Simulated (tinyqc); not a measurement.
Deep-level transient spectroscopy: one step of the calculation.

Schottky contact on an n-type layer with shallow donors Nd (all ionised) and a donor-like deep trap, neutral when filled and positive when empty; depletion approximation. Traps within lam of the depletion edge stay filled. A long pulse to Vp fills the traps beyond x1 = Wp - lam; back at Vr those between x1 and x2 = Wr - lam emit. A rate window reads S = C(t2) - C(t1).

Task. Poole-Frenkel lowering. A Coulomb centre of charge +q (when empty) in the field F lowers its barrier by dE = sqrt(q F/(pi eps0 eps_r)) along the field. One-dimensional rate: en exp(b), b = dE/kB T; three-dimensional (Hartke): en {[1 + (b - 1) exp(b)]/b^2 + 1/2}.

Inputs (values chosen for the exercise); material values close to those of silicon:
```
symbol  value   unit                       meaning
eps_r    11.8                relative permittivity
T          91      K  temperature of the transient
F          27  kV/cm             field at the trap
```

Constants: q = 1.602176634e-19 C, kB = 1.380649e-23 J/K, eps0 = 8.8541878128e-14 F/cm where lengths are in cm. Results are converted to the units shown.

en = 4129.8723 1/s

Wanted: dE; b; rate, one-dimensional; rate, three-dimensional.

Result.

dE = 36.303 meV
b = 4.6295
rate, one-dimensional = 4.2315e5 1/s
rate, three-dimensional = 73917 1/s

Program tinyqc, `OMP_NUM_THREADS=1 python tinyqc.py 2050079 2050080 out.jsonl`; Intel Xeon 2.30GHz, shared host, one thread, about 0.01 s.
